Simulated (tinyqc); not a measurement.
Minority-electron transport through the base of a bipolar transistor (Moll-Ross and Kroemer integrals). Inputs raised by 5 %, one at a time. Computed by tinyqc, a small Python program. Command: `OMP_NUM_THREADS=1 python tinyqc.py 3029772 3029773 out.jsonl base sens`. One thread of a shared host (Intel(R) Xeon(R) Processor @ 2.30GHz), about 0.01 s of CPU time with the checks.

Low injection, one dimension, x from the emitter edge (0) to the collector edge (W), s = x/W. Recombination is treated as a small correction (valid for tau_B well below tau_n), computed from the stored charge.

Inputs (values chosen for the exercise, modelled on GaAs):

| quantity | value | unit |
|---|---|---|
| intrinsic density n_i at the emitter edge | 2e+06 | 1/cm^3 |
| base doping at the emitter edge N_0 | 3.1e+19 | 1/cm^3 |
| base width W | 24 | nm |
| mu_min | 1200 | cm^2/(V s) |
| mu_max | 6660 | cm^2/(V s) |
| N_ref | 1.8e+17 | 1/cm^3 |
| saturation velocity v_s | 0.95 | 1e7 cm/s |
| electron lifetime tau_n | 260 | ns |
| emitter Gummel number G_E | 5.1e+13 | s/cm^4 |
| base-emitter voltage V_BE | 0.87 | V |
| temperature T | 300 | K |
| doping ratio N_0/N(W) | 3.2 | - |
| gap narrowing across the base dE_g | 200 | meV |

Base doping profile: exponential. Gap grading: linear. Exit of the base: infinite sink.

Constants: k_B = 8.617333262e-05 eV/K; e = 1.602176634e-19 C.

Method:
- N(x) = N_0 (ratio)^(-s); n_i(x)^2 = n_i^2 exp(s dE_g/k_B T); D(x) = (k_B T/e) mu, mu = mu_min + (mu_max - mu_min)/(1 + (N/N_ref)^0.7).
- With y(x) = N n_i^2/(D n_i(x)^2): base Gummel number G_B = int_0^W y dx; J_C = e n_i^2 exp(e V_BE/k_B T)/G_B; n(x) = (J_C/e)(n_i(x)^2/(N n_i^2)) [int_x^W y dx]; transit time tau_B = (e/J_C) int n dx; trapezoid rule on 401 even points.
- Emitter-limited gain beta_E = G_E/G_B; recombination-limited gain beta_R = tau_n/tau_B; 1/beta = 1/beta_E + 1/beta_R; f_T from the base alone = 1/(2 pi tau_B).

Runs:

| input moved | from | to | base transit time tau_B (ps) | current gain beta | collector current density J_C (A/cm^2) | base Gummel number G_B (s/cm^4) |
|---|---|---|---|---|---|---|
| base run | - | - | 0.015586 | 214.27 | 0.0011105 | 2.3801e+11 |
| base doping at the emitter edge N_0 (1/cm^3) | 3.1e+19 | 3.255e+19 | 0.015665 | 203.29 | 0.0010536 | 2.5087e+11 |
| base width W (nm) | 24 | 25.2 | 0.017183 | 204.07 | 0.0010576 | 2.4991e+11 |
| doping ratio N_0/N(W) | 3.2 | 3.36 | 0.015465 | 215.53 | 0.0011170 | 2.3662e+11 |
| mu_min (cm^2/(V s)) | 1200 | 1260 | 0.014981 | 223.46 | 0.0011581 | 2.2822e+11 |
| electron lifetime tau_n (ns) | 260 | 273 | 0.015586 | 214.27 | 0.0011105 | 2.3801e+11 |
| emitter Gummel number G_E (s/cm^4) | 5.1e+13 | 5.355e+13 | 0.015586 | 224.98 | 0.0011105 | 2.3801e+11 |
| base-emitter voltage V_BE (V) | 0.87 | 0.9135 | 0.015586 | 214.27 | 0.0059744 | 2.3801e+11 |

Exponents ln(y'/y) / ln(x'/x):

| input | base transit time tau_B | current gain beta | collector current density J_C | base Gummel number G_B |
|---|---|---|---|---|
| base doping at the emitter edge N_0 | 0.104 | -1.078 | -1.078 | 1.078 |
| base width W | 2.000 | -1.000 | -1.000 | 1.000 |
| doping ratio N_0/N(W) | -0.160 | 0.120 | 0.120 | -0.120 |
| mu_min | -0.812 | 0.861 | 0.861 | -0.861 |
| electron lifetime tau_n | 0.000 | 0.000 | 0.000 | 0.000 |
| emitter Gummel number G_E | 0.000 | 1.000 | 0.000 | 0.000 |
| base-emitter voltage V_BE | 0.000 | 0.000 | 34.488 | 0.000 |

Which inputs matter most for each result?

Among the inputs moved here: base transit time tau_B answers most in size to base width W (exponent +2.000), next to mu_min (-0.812); its exponent is below 0.0005 for electron lifetime tau_n, emitter Gummel number G_E, base-emitter voltage V_BE. Its exponent +2.000 in base width W: diffusion, or drift in a field proportional to 1/W. current gain beta answers most in size to base doping at the emitter edge N_0 (exponent -1.078), next to base width W (-1.000); its exponent is below 0.0005 for electron lifetime tau_n, base-emitter voltage V_BE. Its exponent -1.000 in base width W: emitter-limited gain, or recombination with a transit time limited by the exit velocity. Collector current density J_C answers most in size to base-emitter voltage V_BE (exponent +34.488), next to base doping at the emitter edge N_0 (-1.078); its exponent is below 0.0005 for electron lifetime tau_n, emitter Gummel number G_E. base Gummel number G_B answers most in size to base doping at the emitter edge N_0 (exponent +1.078), next to base width W (+1.000); its exponent is below 0.0005 for electron lifetime tau_n, emitter Gummel number G_E, base-emitter voltage V_BE. Its exponent +1.000 in base width W: G_B counts dopants per area.

Caution (all rows): the mean velocity exceeds v_s, so drift-diffusion with a low-field mobility overstates the speed. Caution (all rows): the base is only a few mean free paths wide, so transport is partly ballistic.
